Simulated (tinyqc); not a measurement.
Worked calculation: longitudinal sound in a periodic multilayer: transfer matrices, stop bands and folded phonons. Computed by tinyqc, a small Python program that keeps every step. Command: `OMP_NUM_THREADS=1 python tinyqc.py 3006270 3006271 out.jsonl multilayer walk`. One thread of a shared host (Intel(R) Xeon(R) Processor @ 2.30GHz), about 0.01 s of CPU time with the checks. Intermediate numbers are printed to about 6 digits and carried at full precision; extremes and crossings named in words are read from the listed rows.

Layers 1 and 2 repeat with period d = d_1 + d_2; waves travel normal to the layers, without loss. State vector (u, s): displacement u and stress divided by omega. Impedances Z = rho v are in 1e6 kg/(m^2 s).

Inputs (values chosen for the exercise, modelled on copper (layer 1), tantalum (layer 2) and gallium arsenide (substrate)):
```
quantity            value    unit
density rho_1        9.07  g/cm^3
velocity v_1         4810     m/s
thickness d_1         249      nm
density rho_2        16.4  g/cm^3
velocity v_2         4190     m/s
thickness d_2         217      nm
substrate density    5.26  g/cm^3
substrate velocity   4810     m/s
periods N               5       -
frequency f           4.2     GHz
```

## Impedances, mean velocity and Bragg frequency

Z = rho v; interface reflection r = (Z_2 - Z_1)/(Z_2 + Z_1) (stress amplitude, from 1 into 2); Bragg frequency f_B = 1/[2 (d_1/v_1 + d_2/v_2)]; long-wave velocity v_eff = d/sqrt[(d_1/v_1)^2 + (d_2/v_2)^2 + (Z_1/Z_2 + Z_2/Z_1)(d_1/v_1)(d_2/v_2)].

Z_1 = 43.6267

Z_2 = 68.716

Z of the substrate = 25.3006

interface reflection r = 0.223328

Bragg frequency f_B = 4.82825 GHz

long-wave velocity v_eff = 4386.28 m/s

## Transfer matrix of one period

A layer maps (u, s) by [[cos p, sin p/Z], [-Z sin p, cos p]], p = 2 pi f d_i/v_i; one period is M = M_2 M_1, and cos(q d) = trace(M)/2.

phase p_1 = 1.36610 rad

phase p_2 = 1.36671 rad

M:
```
           1           2
1  -0.567531  0.00744541
2   -22.3353    -1.46900
```

trace(M)/2 = -1.01827

|trace/2| > 1: f lies in a stop band, and the amplitude falls by a factor 1.210 a period.

## Transmission through N periods

For N periods A = M^N. A wave comes from a thick layer of material 1 and leaves into the substrate (Z_s): transmitted power T = 4 Z_1 Z_s/|Z_1 A_22 + Z_s A_11 - i (Z_1 Z_s A_12 - A_21)|^2, reflected power R = 1 - T.

A = M^N:
```
          1          2
1   1.10493  0.0428788
2  -128.631   -4.08673
```

transmitted power T = 0.0824293

T in decibel = -10.8392 dB

## The first stop band

Gap m contains m f_B; its edges, where trace(M)/2 = (-1)^m, are found by root search. Weak-contrast estimate of the width: (4 f_B/pi) |r sin(m pi a)|, a = (d_1/v_1)/(d_1/v_1 + d_2/v_2).

lower edge = 4.13596 GHz

upper edge = 5.52055 GHz

width/f_B = 28.6769 %

transmitted power at f_B = 0.0243804

## The first four gaps

The formulas are those given above.

Stop bands (GHz):
```
m  lower edge  upper edge    width  weak-contrast estimate
1      4.1360      5.5205  1.38459                 1.37292
2      9.6560      9.6570  0.00095                 0.00095
3     13.7925     15.1771  1.38459                 1.37291
4     19.3121     19.3140  0.00190                 0.00190
```

With a = 0.500, gap 1 is the widest and gap 2 the narrowest: the layers are near a quarter wave each at f_B, so the even gaps almost close. The weak-contrast estimate misses the first width by -0.8 % at |r| = 0.22. Odd gaps open at the edge of the folded zone (q = pi/d), even ones at its centre.

## Mirror strength against the number of periods

The formulas are those given above.

Transmitted power:
```
N      T at f_B  T at f_B (dB)       T at f
1      0.614281       -2.11633     0.622956
2      0.314778       -5.01995     0.364220
3      0.141003       -8.50772     0.214350
4     0.0594016       -12.2620     0.130764
6    0.00989954       -20.0439    0.0532500
8    0.00161510       -27.9180    0.0232828
12  4.26675e-05       -43.6990   0.00484124
16  1.12632e-06       -59.4834   0.00104173
24  7.84828e-10       -91.0523  4.90363e-05
```

At f_B each further period removes 3.95 dB at large N, which is 20 log10 of the impedance ratio, 3.95 dB, as for a quarter-wave stack; 99 % reflection needs N = 6 among these rows. At f, in a stop band, T decays as well. Values below about 1e-6 belong to the ideal stack: roughness and scattering into other modes, left out here, set a floor in a real one.

Checks made by the program: trace against Rytov's formula cos p_1 cos p_2 - (1/2)(Z_1/Z_2 + Z_2/Z_1) sin p_1 sin p_2 (relative difference below 1e-10).
